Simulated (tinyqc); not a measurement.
Short-channel transistor, virtual-source model with series resistance: one step of the calculation.

The current per gate width is the charge at the top of the source barrier (the virtual source) times its velocity times a saturation function; al and be are fitting constants of the model. Units: I in uA/um, Rs in ohm um, so I Rs = 1e-6 I Rs in volts; Q in uC/cm^2, so I = 1e-4 Q vx0 Fsat with vx0 in cm/s.

Question. Current through the series resistance. Intrinsic voltages Vg' = Vgs - I Rs, Vd' = Vds - 2 I Rs. n = n0 + nd Vd', VT = VT0 - dl Vd', Ff = 1/(1 + exp((Vg' - VT + al Vt/2)/(al Vt))), Q = Cinv n Vt ln(1 + exp((Vg' - VT + al Vt Ff)/(n Vt))), Vdsat = (vx0 L/mu)(1 - Ff) + Vt Ff, Fsat = u/(1 + u^be)^(1/be) with u = Vd'/Vdsat, and I(out) = Q vx0 Fsat per width. (Fsat takes the sign of u.) Newton step: I(new) = I + (I(out) - I)/(1 - s), s = dI(out)/dI by a central difference with +/- 0.001 uA/um.

Inputs (values chosen for the exercise):

| symbol | value | unit | meaning |
|---|---|---|---|
| T | 350 | K | temperature |
| Cinv | 2.67 | uF/cm^2 | inversion capacitance |
| vx0 | 3.17e7 | cm/s | velocity at the virtual source |
| mu | 690 | cm^2/(V s) | apparent mobility |
| L | 45 | nm | channel length |
| VT0 | 0.312 | V | threshold at zero drain voltage |
| dl | 0.039 | V/V | drain-induced barrier lowering |
| n0 | 1.53 |  | subthreshold factor |
| nd | 0 | 1/V | growth of n with drain voltage |
| al | 3.5 |  | threshold shift (in units of Vt) from weak to strong inversion |
| be | 1.6 |  | sharpness of saturation |
| Rs | 200 | ohm um | series resistance of each contact |
| Vgs | 0.31 | V | gate voltage |
| Vds | 0.05 | V | drain voltage |

Constants: q = 1.602176634e-19 C, kB = 1.380649e-23 J/K, Vt = kB T/q. Results are converted to the units shown.

I after iteration 1 = 67.294654 uA/um

Give: Vg'; Vd'; VT; Ff; Q; Vdsat; Fsat; I(out); s; I after iteration 2.

Answer.

Vg' = 0.2965 V
Vd' = 0.02308 V
VT = 0.3111 V
Ff = 0.4105
Q = 0.1297 uC/cm^2
Vdsat = 0.1343 V
Fsat = 0.1658
I(out) = 68.17 uA/um
s = -1.222
I after iteration 2 = 67.69 uA/um

tinyqc, about 0.01 s, one thread, Intel Xeon 2.30GHz (shared host): `OMP_NUM_THREADS=1 python tinyqc.py 2380017 2380018 out.jsonl`
